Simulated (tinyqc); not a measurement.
# From net fault energy back to electron density n

Model: polytypes and stacking faults of a tetrahedral semiconductor in an axial Ising model with couplings up to third neighbours. Computed by tinyqc, a small Python program. Command: `OMP_NUM_THREADS=1 python tinyqc.py 3008432 3008433 out.jsonl polytype inv`. One thread of a shared host (Intel(R) Xeon(R) Processor @ 2.30GHz), about 0.03 s of CPU time with the checks.

Each double layer has s = +1 or -1 for the sense of its stacking step; E per pair of atoms = E0 - sum_n J_n <s_i s_(i+n)>, n = 1, 2, 3. Hexagonality h = (1 - <s_i s_(i+1)>)/2.

Inputs (values chosen for the exercise, for a model crystal):
```
quantity,value,unit
J1,2.46,meV/pair
J2,-2.37,meV/pair
J3,-0.27,meV/pair
basal lattice constant a,3.08,angstrom
binding energy of the fault level E_b,0.29,eV
in-plane mass m,0.27,m0
effective density of states N_c at 300 K,1.3e+19,1/cm^3
temperature T,950,K
```

Host polytype: 4H.

fault coefficients k_n:
```
,J1,J2,J3
single Shockley (31),0,-4,0
double Shockley (62),-4,-8,0
Frank-type (32),-1,-2,3
```

Constants: 1 eV/angstrom^2 = 16.02176634 J/m^2; m_0 = 9.1093837015e-31 kg; hbar = 1.054571817e-34 J s; k_B = 1.380649e-23 J/K; k_B = 8.617333262e-05 eV/K.

Method:
- Faults in 4H: the sequences single Shockley (31) (+++-), double Shockley (62) (++++++--), Frank-type (32) (+++--) are put between perfect repeats; k_n = (layers x C_n of the host) - sum_i s_i s_(i+n). gamma = sum k_n J_n/A, A = (sqrt 3/2) a^2; 1 meV/angstrom^2 = 16.02177 mJ/m^2.
- The fault binds electrons in a two-dimensional band E_b below the conduction edge, g2 = m m0/(pi hbar^2) for one valley. With the Fermi level held by the bulk, eta = ln[n/N_c(T)], N_c(T) = N_c (T/300)^1.5, the grand potential falls by g2 (k_B T)^2 F1(x), x = eta + E_b/(k_B T), F1(x) = integral from 0 to infinity of ln(1 + exp(x - t)) dt; sheet density g2 k_B T ln(1 + e^x). Band bending by the trapped charge is left out, so the gain is an upper bound.
- Net fault energy = gamma of the single Shockley (31) fault less the electronic gain.

Problem. A run gave the result below. Find the electron density n, known to lie between 9.2e+17 and 1.5e+18 1/cm^3.

net fault energy = 17.94997 mJ/m^2

Solution.

Each step takes the trial c = (a f_b - b f_a)/(f_b - f_a), f being the result less the target and a, b, c the logarithms of the listed values; c replaces end b, the old b replaces a if the sign of f changed, and otherwise f_a is halved.

Scan of the range:
```
electron density n (1/cm^3),net fault energy (mJ/m^2)
9.20e+17,18.0105
9.98e+17,17.9737
1.08e+18,17.9356
1.17e+18,17.8944
1.27e+18,17.8493
1.38e+18,17.8004
1.50e+18,17.7481
```

False position (Illinois rule, in the logarithm of the input) inside the bracket:
```
step,end a,end b,trial,net fault energy (mJ/m^2)
1,9.98000e+17,1.08000e+18,1.04836e+18,17.9503
2,1.08000e+18,1.04836e+18,1.04898e+18,17.9500
3,1.08000e+18,1.04898e+18,1.04900e+18,17.9500
4,1.04898e+18,1.04900e+18,1.04899e+18,17.9500
```

net fault energy falls at every point of a 13-point scan of the range (every second point is shown), so one value fits; it is bracketed by 9.98e17 and 1.08e18. Answer: electron density n = 1.049e18 1/cm^3.
